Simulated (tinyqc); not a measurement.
Photoconductance decay in a wafer: bulk and surface recombination modes, and iron detection by pair splitting: one step, computed by the program tinyqc. Command: `OMP_NUM_THREADS=1 python tinyqc.py 3113669 3113670 out.jsonl pcd walk`. One thread of a shared host (Intel(R) Xeon(R) Processor @ 2.30GHz), about 0.01 s of CPU time with the checks.

Both faces of the wafer have the same S; injection is low and all coefficients are constant. x runs from -W/2 to W/2.

Problem. Decay rates of the even modes. Even modes cos(a x) obey b tan b = S W/(2 D) with b = a W/2, odd modes sin(a x) obey -b cot b = S W/(2 D); each decays at the rate 1/tau_b + D a^2.

Inputs (values chosen for the exercise, modelled on p-type silicon):

| quantity | value | unit |
|---|---|---|
| thickness W | 150 | micrometre |
| diffusivity D | 27 | cm^2/s |
| bulk lifetime tau_b without iron | 250 | microsecond |
| surface recombination velocity S | 13000 | cm/s |

Give: the table «The first four even modes: b, surface rate and decay time» with the columns b_n, surface rate D a^2 (1/s), decay time (microsecond), for n = 0, 1, 2, 3.

Solution.

The first four even modes: b, surface rate and decay time:

| n | b_n | surface rate D a^2 (1/s) | decay time (microsecond) |
|---|---|---|---|
| 0 | 1.240 | 7.381e+05 | 1.348 |
| 1 | 3.890 | 7.263e+06 | 0.138 |
| 2 | 6.773 | 2.202e+07 | 0.045 |
| 3 | 9.779 | 4.590e+07 | 0.022 |
